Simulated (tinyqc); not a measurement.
Charge neutrality of a doped semiconductor with incomplete ionisation: one step, computed by the program tinyqc.

Energies are counted from the top of the valence band; E_D is measured down from the conduction band and E_A up from the valence band.

Task: Densities at the solution. n = N_c exp((E_F - E_g)/k_B T), p = N_v exp(-E_F/k_B T). N_D+ = N_D/(1 + g_D exp((E_F - E_g + E_D)/k_B T)). N_A- = N_A/(1 + g_A exp((E_A - E_F)/k_B T)).

Inputs (values chosen for the exercise, modelled on AlN):
```
quantity,value,unit
donor density N_D,2e+19,cm^-3
acceptor density N_A,3.2e+17,cm^-3
donor depth E_D,0.254,eV
acceptor depth E_A,0.514,eV
donor degeneracy g_D,2,-
acceptor degeneracy g_A,4,-
temperature T,600,K
```

Doping: n-type, compensated. Statistics of the bands: Boltzmann.

Fermi level E_F (last iterate) = 5.537098 eV

gap E_g = 5.680990 eV

N_c = 1.296883e+19 cm^-3

N_v = 2.788791e+20 cm^-3

k_B T = 0.05170400 eV

Give: majority density n; minority density p; ionised share of the donors; distance of E_F from the majority band edge.

Result:

majority density n = 8.02e+17 cm^-3

minority density p = 8.63e-27 cm^-3

ionised share of the donors = 0.0561

distance of E_F from the majority band edge = 0.144 eV
